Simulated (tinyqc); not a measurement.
# Bulk resistivity and mean free path from two films

Problem. In the thick-film limit single-crystal films obey rho = rho0 (1 + 3 (1 - ps) lam/(8 d)). Find rho0, lam and the product rho0 lam.

Values chosen for this exercise: specular share of surface scattering ps = 0.3.

rho at d = 32 and 97 nm (uohm cm): 3.0955047  2.8170737

Answer. rho is a straight line in 1/d: the intercept is rho0 and the slope (3/8)(1 - ps) rho0 lam. Without ps only the product (1 - ps) lam could be found.

rho0 = 2.680 uohm cm
lam = 18.90 nm
rho0 lam = 50.65 uohm cm nm

Computed by the program tinyqc: `OMP_NUM_THREADS=1 python tinyqc.py 2100107 2100108 out.jsonl`, one thread of a shared Intel Xeon 2.30GHz, about 0.01 s for the whole run.
